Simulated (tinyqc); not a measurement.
Off-state leakage of single and stacked transistors: course of the iteration.

n-channel devices of unit width. Subthreshold current I(Vg, Vs, Vd) = I0 (T/300 K)^0.5 exp[(Vg - Vs - VT(T) - gb (Vs - Vb) + dd (Vd - Vs))/(nf Vt)] (1 - exp(-(Vd - Vs)/Vt)), VT(T) = VT - cT (T - 300 K). Gate-edge tunnelling Ig (Vd/1 V) exp(ag (Vd - 1 V)), for a gate at 0 V, and band-to-band leakage Ab u exp(-Bb/u), u = Vd - Vb + 1 V, flow at a drain held at V; both are taken as independent of T. In a stack of off transistors (all gates at 0 V) the same subthreshold current passes through each.

Start: Vx = dd V/(1 + gb + 2 dd), the solution for Vx well above Vt, rounded to three decimals.

Stack of two, Vx the node between them: I_low = I(0, 0, Vx), I_up = I(0, Vx, V), f = ln(I_up/I_low), f' = -(1 + gb + 2 dd)/(nf Vt) - 1/(Vt (exp(Vx/Vt) - 1)) - 1/(Vt (exp((V - Vx)/Vt) - 1)), Vx(new) = Vx - f/f'.

Stop when the step is below 1e-11 V, or after 40 iterations.

Inputs (values chosen for the exercise); values of the order met in bulk silicon logic transistors: temperature T = 300 K; supply voltage V = 1.2 V; threshold at 300 K, zero drain and body bias VT = 0.46 V; fall of the threshold with temperature cT = 0.9 mV/K; current at threshold at 300 K I0 = 0.11 uA/um; slope factor nf = 1.44; drain-induced lowering per volt dd = 0.14; rise of the threshold per volt of source-body bias gb = 0.17; body voltage Vb = -0.3 V.

Constants: q = 1.602176634e-19 C, kB = 1.380649e-23 J/K, Vt = kB T/q. Results are converted to the units shown.

Course of the iteration:
```
iteration  Vx before the step (V)   step (V)
1                           0.116    1.51e-4
2                        0.116151    4.97e-9
3                        0.116151  -6.94e-17
```

Did this iteration meet its convergence test, and what does its course show?

Yes. Converged in 3 iterations. The subthreshold current of the stack is 1.840e-4 nA/um, 59.6 times less than that of one transistor (the drain leakage is unchanged); the estimate exp[dd V (1 + gb + dd)/((1 + gb + 2 dd) nf Vt)] gives 59.0.

Program tinyqc, `OMP_NUM_THREADS=1 python tinyqc.py 2242048 2242049 out.jsonl`; Intel Xeon 2.30GHz, shared host, one thread, about 0.03 s.
